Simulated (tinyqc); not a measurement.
Inside a calculation. Model: rectangular fin or nanosheet with a gate all round, subbands and threshold shift from confinement.

Program tinyqc, `OMP_NUM_THREADS=1 python tinyqc.py 2350125 2350126 out.jsonl`; Intel Xeon 2.30GHz, shared host, one thread, about 0.2 s. Printed values are rounded.

Undoped body with a flat potential across it, hard walls, transport along x. Three valley pairs (g = 2 each) with the longitudinal mass along x, y or z. Non-parabolicity enters the subband edges through E (1 + al E) = gamma, so E = 2 gamma/(1 + sqrt(1 + 4 al gamma)); motion within a subband is taken as parabolic with the band-edge mass. Energies are counted from the bulk band edge.

Values chosen for this exercise; masses close to those of silicon:

| symbol | value | unit | meaning |
|---|---|---|---|
| T | 300 | K | temperature |
| ml | 0.901 | m0 | longitudinal mass |
| mt | 0.189 | m0 | transverse mass |
| al | 0 | 1/eV | non-parabolicity |
| t | 6.9 | nm | width (along y) |
| dl | 0 | nm | widening of the box by penetration into the insulator |
| H | 6.9 | nm | height (along z) |

Constants: q = 1.602176634e-19 C, kB = 1.380649e-23 J/K, hbar = 1.054571817e-34 J s, m0 = 9.1093837015e-31 kg, Vt = kB T/q, hbar^2/(2 m0) = 0.0380998212 eV nm^2. Results are converted to the units shown.

## Lowest subbands

gamma = C pi^2 [a^2/(my (t + dl)^2) + b^2/(mz (H + dl)^2)], C = hbar^2/(2 m0). List the 5 lowest, labelled by valley axis and quantum numbers, with degeneracy g and N_k: N_k = g sqrt(2 mx m0 kB T/(pi hbar^2)).

| subband | E_k (eV) | g | N_k (cm^-1) |
|---|---|---|---|
| y1,1 | 0.0505550 | 2 | 4.04084e6 |
| z1,1 | 0.0505550 | 2 | 4.04084e6 |
| y2,1 | 0.0768529 | 2 | 4.04084e6 |
| z1,2 | 0.0768529 | 2 | 4.04084e6 |
| x1,1 | 0.0835781 | 2 | 8.82273e6 |

## Threshold shift

Each subband has N_k = g sqrt(2 mx m0 kB T/(pi hbar^2)); without degeneracy n = exp(EF/Vt) sum N_k exp(-E_k/Vt). Classical value Nc times t H, Nc = sum over valleys of 2 g (m m0 kB T/(2 pi hbar^2))^1.5 with m = (mx my mz)^(1/3). Threshold shift dVT = Vt ln(classical value/sum N_k exp(-E_k/Vt)). Use the subbands listed.

shares, subband y1,1 to x1,1 (%): [30.0136, 30.0136, 10.8526, 10.8526, 18.2678]
sum N_k exp(-E_k/Vt) = 1.90488e6 cm^-1
Nc = 2.70114e19 cm^-3
classical value = 1.28601e7 cm^-1
dVT = 49.3700 mV

With all subbands dVT = 48.03 mV. The lowest edge lies at 50.6 meV; dVT is smaller than that, since sum N_k exp(-(E_k - E_1)/Vt) exceeds the classical value.
